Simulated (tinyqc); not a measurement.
# Octagonal on-chip spiral inductor, lumped pi model: effects of single changes

Outer diameter do = di + 2 n wd + 2 (n - 1) sp, mean da = (do + di)/2, fill p = (do - di)/(do + di), length l = 3.314 n da. L = 2.25 mu0 n^2 da/(1 + 3.55 p), mu0 = 4 pi 1e-7 H/m. Rs = rho l/(wd delta (1 - exp(-th/delta))), delta = sqrt(rho/(pi f mu0)). Cs = n wd^2 eps0 eo/hu across the coil. At each end Cox = l wd eps0 eo/(2 ho) leads to the substrate branch Rsi = 2 rs he/(l wd) in parallel with Csi = l wd eps0 11.7/(2 he). With one end grounded Y = 1/(Rs + i w L) + i w Cs + 1/[1/(i w Cox) + 1/(1/Rsi + i w Csi)], w = 2 pi f; Q = -Im Y/Re Y. Eddy currents in neighbouring turns and in the substrate are left out.

Inputs (values chosen for the exercise); values of the order met in silicon radio-frequency processes:
- n = 2.5 (number of turns)
- wd = 20 um (line width)
- sp = 3 um (space between turns)
- di = 100 um (inner diameter)
- th = 3.4 um (metal thickness)
- rho = 1.9 uohm cm (metal resistivity)
- ho = 6.7 um (oxide below the coil)
- hu = 1.3 um (oxide between coil and underpass)
- eo = 3 (relative permittivity of the oxide)
- rs = 10 ohm cm (substrate resistivity)
- he = 50 um (effective spreading depth in the substrate)
- f = 3.1 GHz (frequency)

Constants: eps0 = 8.8541878128e-12 F/m. Results are converted to the units shown.

Each table varies one quantity; the others keep the values above.

## Quality factor against frequency

Apparent inductance Im(1/Y)/w; share of the loss Re(substrate branch)/Re Y.

Quality factor against frequency:

| f (GHz) | Rs (ohm) | w L/Rs | Q | apparent inductance (nH) | loss in the substrate (%) |
|---|---|---|---|---|---|
| 0.38 | 0.55530 | 5.2121 | 5.2090 | 1.2128 | 0.0089223 |
| 0.63 | 0.62164 | 7.7190 | 7.7040 | 1.2138 | 0.058493 |
| 1 | 0.70369 | 10.824 | 10.753 | 1.2162 | 0.31772 |
| 1.7 | 0.83317 | 15.541 | 15.077 | 1.2235 | 2.0575 |
| 2.7 | 0.98824 | 20.810 | 18.520 | 1.2393 | 8.9574 |
| 4.5 | 1.2215 | 28.060 | 18.303 | 1.2812 | 30.944 |
| 7.3 | 1.5207 | 36.562 | 12.908 | 1.3794 | 59.617 |
| 12 | 1.9292 | 47.378 | 6.6375 | 1.6896 | 80.039 |
| 20 | 2.4813 | 61.391 | 1.3465 | 3.3430 | 90.618 |

Q goes from 5.21 through a maximum of 18.5 (at f = 2.7 GHz among the rows listed) to 1.35; the exact peak is 19.2 at 3.46 GHz and Q reaches zero at the self-resonance, 23.0 GHz. The share of the substrate rises from 0.00892 to 90.6 %, and the apparent inductance ends at 2.76 times L. At the peak the substrate takes 17.5 % of the loss.

## Effect of the substrate resistivity

Same model as above.

Peak Q and its frequency from a search over f; self-resonance where Im Y = 0; Q at the given f (negative beyond resonance).

The same in every row: L (nH) = 1.212; do (um) = 209.0.

Effect of the substrate resistivity:

| rs (ohm cm) | peak Q | f of the peak (GHz) | self-resonance (GHz) | Q at f |
|---|---|---|---|---|
| 0.1 | 28.72 | 7.035 | 17.14 | 21.83 |
| 1 | 24.50 | 5.050 | 17.55 | 21.44 |
| 3 | 21.70 | 4.057 | 19.97 | 20.66 |
| 10 | 19.21 | 3.461 | 22.99 | 19.07 |
| 30 | 20.63 | 4.861 | 23.44 | 19.26 |
| 100 | 27.00 | 7.605 | 23.49 | 21.00 |
| 1000 | 34.08 | 10.19 | 23.49 | 22.09 |
| 10000 | 35.26 | 10.59 | 23.49 | 22.21 |

As rs goes from 0.1 to 10000, L stays at 1.21 nH, the peak Q goes from 28.7 through a minimum of 19.2 (at rs = 10 among the rows listed) to 35.3, its frequency goes from 7.03 through a minimum of 3.46 (at rs = 10 among the rows listed) to 10.6 GHz and the self-resonance rises from 17.1 to 23.5 GHz. In this model both a very low and a very high resistivity dissipate little: the first shorts the branch to a pure Cox, the second blocks the current. For rs = 0.1, 1 eddy currents in the substrate, left out, would lower Q markedly.

tinyqc, about 0.01 s, one thread, Intel Xeon 2.30GHz (shared host): `OMP_NUM_THREADS=1 python tinyqc.py 2302185 2302186 out.jsonl`
